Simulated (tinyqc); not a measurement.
From I_sub/I_D back to ionisation field B_i: lateral field, substrate current, probability of reaching the oxide barrier and hot-carrier lifetime of a silicon transistor (pseudo-two-dimensional and lucky-electron models). Computed by tinyqc, a small Python program. Command: `OMP_NUM_THREADS=1 python tinyqc.py 3019337 3019338 out.jsonl hotcar inv`. One thread of a shared host (Intel(R) Xeon(R) Processor @ 2.30GHz), about 0.01 s of CPU time with the checks.

Local-field models: a lucky carrier gains its energy at the peak field over a path free of collisions. Voltages are magnitudes.

Inputs (values chosen for the exercise, modelled on a silicon n-channel):

| quantity | value | unit |
|---|---|---|
| channel length L | 220 | nm |
| oxide thickness t | 4.2 | nm |
| junction depth x_j | 59 | nm |
| mobility mu | 390 | cm^2/(V s) |
| saturation velocity v_s | 0.85 | 1e7 cm/s |
| threshold voltage V_T | 0.53 | V |
| gate voltage V_G | 0.68 | V |
| drain voltage V_D | 1.9 | V |
| ionisation prefactor A_i | 1.9e+06 | 1/cm |
| hot-carrier mean free path lambda | 8.3 | nm |
| oxide barrier phi_b | 3.1 | eV |
| interface-trap threshold phi_it | 3.6 | eV |
| lifetime constant H | 3000 | s microampere/micrometre |

Drain: abrupt.

Constants: eps_0 = 8.8541878128e-12 F/m.

Method:
- C_ox = 3.9 eps_0/t; F_sat = 2 v_s/mu; V_Dsat = V_ov F_sat L/(V_ov + F_sat L), V_ov = V_G - V_T; I_D/W = C_ox v_s (V_ov - V_Dsat).
- Scale length l = 0.22 t^(1/3) x_j^(1/2) (all in cm); F_m = sqrt(((V_D - V_Dsat)/l_e)^2 + F_sat^2), with l_e = l; length of the velocity-saturated region l_e ln((V_D - V_Dsat)/(l_e F_sat) + F_m/F_sat).
- Substrate current I_sub/I_D = (A_i/B_i)(V_D - V_Dsat) exp(-B_i/F_m); probability of reaching the oxide barrier exp(-phi_b/(e lambda F_m)); lifetime tau = (H/(I_D/W)) exp(phi_it/(e lambda F_m)).

Problem. A run gave the result below. Find the ionisation field B_i, known to lie between 1.2 and 2.7 MV/cm.

I_sub/I_D = 0.03407102

Solution.

Each step takes the trial c = (a f_b - b f_a)/(f_b - f_a), f being the result less the target and a, b, c the logarithms of the listed values; c replaces end b, the old b replaces a if the sign of f changed, and otherwise f_a is halved.

Scan of the range:

| ionisation field B_i (MV/cm) | I_sub/I_D |
|---|---|
| 1.20 | 0.188444 |
| 1.37 | 0.112603 |
| 1.57 | 0.062656 |
| 1.80 | 0.032574 |
| 2.06 | 0.015858 |
| 2.36 | 0.007049 |
| 2.70 | 0.002867 |

False position (Illinois rule, in the logarithm of the input) inside the bracket:

| step | end a | end b | trial | I_sub/I_D |
|---|---|---|---|---|
| 1 | 1.57000 | 1.80000 | 1.78780 | 0.0337094 |
| 2 | 1.57000 | 1.78780 | 1.78208 | 0.0342558 |
| 3 | 1.78780 | 1.78208 | 1.78401 | 0.0340702 |
| 4 | 1.78208 | 1.78401 | 1.78400 | 0.0340710 |
| 5 | 1.78208 | 1.78400 | 1.78400 | 0.0340710 |
| 6 | 1.78400 | 1.78400 | 1.78400 | 0.0340710 |

I_sub/I_D falls at every point of a 13-point scan of the range (every second point is shown), so one value fits; it is bracketed by 1.57 and 1.80. Answer: ionisation field B_i = 1.784 MV/cm.
